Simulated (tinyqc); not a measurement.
Inside a calculation. Model: a particle near a wafer in liquid: double-layer and van der Waals forces (DLVO), deposition barrier and removal. Computed by tinyqc, a small Python program that keeps every step. Command: `OMP_NUM_THREADS=1 python tinyqc.py 3112364 3112365 out.jsonl dlvo walk`. One thread of a shared host (Intel(R) Xeon(R) Processor @ 2.30GHz), about 0.01 s of CPU time with the checks. Intermediate numbers are printed to about 7 digits and carried at full precision; extremes and crossings named in words are read from the listed rows.

Sphere and flat wall, Derjaguin approximation, constant potentials in the linear-superposition form, no retardation and no hydration force.

Inputs (values chosen for the exercise, of the order of those for alumina on silica in water):
```
quantity                             value   unit
particle radius R                       15     nm
Hamaker constant A                 1.1e-20      J
potential of the particle psi_1        -44     mV
potential of the wafer psi_2           -44     mV
salt concentration c               0.00064  mol/L
valence z of the symmetric salt          1      -
temperature T                          298      K
dielectric constant of the liquid     78.4      -
gap h                                  1.4     nm
contact distance h0                    0.4     nm
contact radius over R                 0.17      -
viscosity                             0.63  mPa s
```

Constants: e = 1.602176634e-19 C; N_A = 6.02214076e+23 1/mol; eps_0 = 8.8541878128e-12 F/m; k_B = 1.380649e-23 J/K; k_B = 8.617333262e-05 eV/K.

## Screening

kappa^2 = 2 z^2 e^2 N_A (1000 c)/(eps eps_0 k_B T); gamma_i = tanh(z e psi_i/(4 k_B T)); Z = 64 pi eps eps_0 (k_B T/(z e))^2 gamma_1 gamma_2.

kappa = 0.08323551 1/nm

Debye length = 12.01410 nm

gamma_1 = -0.4039454

gamma_2 = -0.4039454

Z = 15.01821 pN

kappa R = 1.248533

Like signs: the double layers repel. Caution: kappa R is not large, so the Derjaguin approximation is only rough at gaps of the order of the Debye length.

## Energy and force at one gap

U(h) = Z R exp(-kappa h) - A R/(6 h); F(h) = -dU/dh = kappa Z R exp(-kappa h) - A R/(6 h^2), positive for repulsion.

double-layer energy = 48.73060 k_B T

van der Waals energy = -4.774250 k_B T

U(h) = 43.95635 k_B T

F(h) = 2.657606 pN

Caution: for kappa h below 1 linear superposition is only rough, and charge regulation matters.

## The curve

The formulas are those given above.

Against the gap:
```
h (nm)   kappa h  U (k_B T)     F (pN)
0.4     0.033294   36.25043  -153.7383
0.6     0.049941   40.94605   -58.5516
1.0     0.083236   43.69641   -10.2468
1.5     0.124853   43.87070     4.3277
2.5     0.208089   41.79345    10.8281
4.0     0.332942   37.57679    11.7220
7.0     0.582649   29.62032     9.9095
12.0    0.998826   19.60926     6.7151
20.0    1.664710   10.02761     3.4797
40.0    3.329421    1.79383     0.6543
```

Caution: in rows where h is not small against R, A R/(6 h) overstates the van der Waals term. Caution: in rows with kappa h below 1 linear superposition is only rough.

## Barrier and secondary minimum

F = 0 reads x^2 exp(-x) = y with x = kappa h and y = A kappa/(6 Z); the left side peaks at x = 2 with 4/e^2 = 0.5413, so roots exist for smaller y: x < 2 is the barrier, x > 2 the secondary minimum.

y = 0.01016089

position of the barrier = 1.277147 nm

barrier height = 43.99796 k_B T

position of the secondary minimum = 107.8744 nm

energy at the secondary minimum = -0.05505986 k_B T

A barrier above 15 k_B T practically stops deposition.

## Critical salt concentration

The barrier height is zero when U = 0 and F = 0 together: kappa h = 1 and kappa = 6 Z/(e A), e = 2.718282 here; c follows from kappa^2, with the potentials held fixed.

critical kappa = 3.013577 1/nm

critical concentration = 0.8389331 mol/L

## Adding salt

kappa scales as sqrt(c); potentials are held fixed. A dash marks rows without a maximum.

Against the concentration:
```
c (mol/L)  Debye length (nm)  barrier at (nm)  barrier (k_B T)  minimum at (nm)  minimum (k_B T)
8.39e-05            33.18183         2.076593         48.21299     3.405130e+02    -1.771627e-02
8.39e-04            10.49302         1.198284         43.26641     9.238391e+01    -6.413219e-02
8.39e-03             3.31818         0.708112         34.79222     2.412346e+01    -2.389613e-01
4.19e-02             1.48482         0.504595         25.73199     9.090520e+00    -6.151695e-01
1.68e-01             0.74153         0.391855         15.22104     3.735936e+00    -1.433988e+00
4.19e-01             0.46954         0.346108          6.88718     1.987528e+00    -2.568470e+00
7.55e-01             0.34979         0.332263          1.06118     1.270652e+00    -3.812189e+00
1.26e+00             0.27077         0.341695         -4.06045     8.072801e-01    -5.502560e+00
2.52e+00             0.19146                -                -                -                -
```

At low salt the barrier tends to Z R = 54.8 k_B T; it is half of that between 0.0084 and 0.042 mol/L and changes sign at 0.84 mol/L, while the secondary minimum deepens to -3.8 k_B T at 0.9 of that.

## Removing an attached particle

Adhesion F_a = A R/(6 h0^2) [1 + a^2/(R h0)] - kappa Z R exp(-kappa h0), a the contact radius. Drag in a shear flow F_d = 1.7 x 6 pi mu R^2 G, acting at 1.4 R; rolling starts when 1.4 R F_d = a F_a. Wall shear stress = mu G.

van der Waals adhesion = 358.1445 pN

net adhesion F_a = 340.0078 pN

wall shear stress for rolling = 5726.341 Pa

shear rate G = 9089430 1/s

Checks made by the program: force against a difference of U (relative difference below 1e-10).
